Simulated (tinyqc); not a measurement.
Tight binding, honeycomb lattice, step by step. One step of it, computed by the program tinyqc.

Question. Levels at k. Diagonalise the Hermitian matrix.

H(k) at k (eV):
```
                     A                    B
A             1.651548  -2.163948+2.120465i
B  -2.163948-2.120465i            -1.650942
```

Give: eigenvalues; weights |c|^2 of the basis functions.

Answer.

eigenvalues (eV): -3.4502  3.4508

weights |c|^2 of the basis functions:
```
   band 1  band 2
A  0.2607  0.7393
B  0.7393  0.2607
```
